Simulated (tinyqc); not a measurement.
Configuration-coordinate model of carrier capture at a defect: sweeps and comparisons. A value that a table varies takes the place of the one given here.

Two parabolas of equal curvature k in one coordinate Q: with the carrier free at the band edge, U_f = k Q^2/2; with the carrier trapped, U_t = k (Q - dQ)^2/2 - ET. ER = k dQ^2/2, Huang-Rhys factor S = ER/hw, hw = 0.0646541 sqrt(k/M) eV for k in eV/angstrom^2 and M in u. The curves cross at a height Eb = (ER - ET)^2/(4 ER) above the free minimum.

Multiphonon factor for giving p = ET/hw phonons to the lattice: W = exp(-S (2 nb + 1)) ((nb + 1)/nb)^(p/2) I_p(x), nb = 1/(exp(hw/kT) - 1), x = 2 S sqrt(nb (nb + 1)), I_p the modified Bessel function. Classical limit: W = hw exp(-Eb/kT)/sqrt(4 pi ER kT). At T = 0: exp(-S) S^p/Gamma(p + 1).

Constants: kB = 8.617333262e-05 eV/K.

Parameters, chosen for this exercise (of the size met at a DX centre in AlGaAs; the results hold for these values, not for the real material): ET = 0.16 eV (thermal depth of the level below the band edge); ER = 0.93 eV (relaxation energy); hw = 0.012 eV (phonon energy of the mode); T = 250 K (temperature).

## Capture against temperature

The local activation energy is -d ln W/d(1/kT), by central differences with T changed by 1 %.

Against T:

| T (K) | kT/hw | log10 W | log10 W, classical | activation energy (eV) |
|---|---|---|---|---|
| 40 | 0.287 | -16.029 | -21.305 | 0.0546 |
| 60 | 0.431 | -12.861 | -14.699 | 0.0974 |
| 80 | 0.574 | -10.586 | -11.415 | 0.1189 |
| 120 | 0.862 | -7.896 | -8.156 | 0.1363 |
| 160 | 1.149 | -6.432 | -6.545 | 0.1421 |
| 220 | 1.580 | -5.200 | -5.245 | 0.1442 |
| 300 | 2.154 | -4.320 | -4.338 | 0.1433 |
| 400 | 2.872 | -3.723 | -3.732 | 0.1403 |
| 550 | 3.950 | -3.250 | -3.253 | 0.1347 |

log10 W at T = 0 = -18.640
Eb = 0.1594 eV

At 40 K log10 W is -16.03, against -18.64 at T = 0 and -21.3 classically; at 550 K the two forms differ by 0.00. The activation energy read from an Arrhenius plot goes from 0.055 eV at 40 K to 0.135 at 550 K, with its largest value 0.144 at 220 K, against Eb = 0.159 eV; the classical form itself gives Eb - kT/2. A measured slope therefore understates the barrier.

## Capture against depth of the level

ET is varied at fixed ER, hw and T, as by moving the band edge with alloying or pressure.

Against ET:

| ET/ER | ET (eV) | Eb (eV) | log10 W | log10 W, classical |
|---|---|---|---|---|
| 0.10 | 0.093 | 0.1883 | -5.385 | -5.418 |
| 0.25 | 0.233 | 0.1308 | -4.229 | -4.258 |
| 0.50 | 0.465 | 0.0581 | -2.775 | -2.793 |
| 0.75 | 0.698 | 0.0145 | -1.910 | -1.914 |
| 1.00 | 0.930 | 0.0000 | -1.627 | -1.621 |
| 1.25 | 1.163 | 0.0145 | -1.915 | -1.914 |
| 1.50 | 1.395 | 0.0581 | -2.763 | -2.793 |
| 2.00 | 1.860 | 0.2325 | -6.087 | -6.308 |
| 3.00 | 2.790 | 0.9300 | -18.812 | -20.369 |

Capture is fastest at ET/ER = 1 among these rows, where the barrier vanishes or nearly so. The classical form is symmetric about ET = ER; the quantum one gives -2.78 at 0.5 and -2.76 at 1.5, against -2.79 for both. At ET = 3 ER it lies 1.6 decades above the classical value: deep levels capture by emitting many phonons, and the rate falls with depth by 13.7 decades per eV between the last two rows. Rows deeper than the gap of the host are formal.

## What each parameter does

Eb, log10 W and the full width 2.35482 sqrt(ER hw coth(hw/2kT)). Each row changes one parameter from the base and keeps the others.

Results:

| case | Eb (eV) | log10 W | full width (eV) |
|---|---|---|---|
| base | 0.1594 | -4.803 | 0.4774 |
| ET = 0.2 eV | 0.1433 | -4.479 | 0.4774 |
| ER = 0.98 eV | 0.1715 | -5.058 | 0.4901 |
| hw = 0.0144 eV | 0.1594 | -4.711 | 0.4800 |
| T = 280 K | 0.1594 | -4.492 | 0.5040 |

The largest shifts from the base row, up to three for each result and ties (the steps differ in size, so this ranks the rows, not the parameters). Eb (eV): ET -0.0161, ER +0.0121; unchanged at the printed digits by hw and T. log10 W: ET +0.324, T +0.311, ER -0.255. full width (eV): T +0.0266, ER +0.0127, hw +0.0026; unchanged at the printed digits by ET.

Run: tinyqc, `OMP_NUM_THREADS=1 python tinyqc.py 1481324 1481325 out.jsonl`; Intel(R) Xeon(R) Processor @ 2.30GHz, one thread, shared host; about 0.01 s of CPU time with all checks.
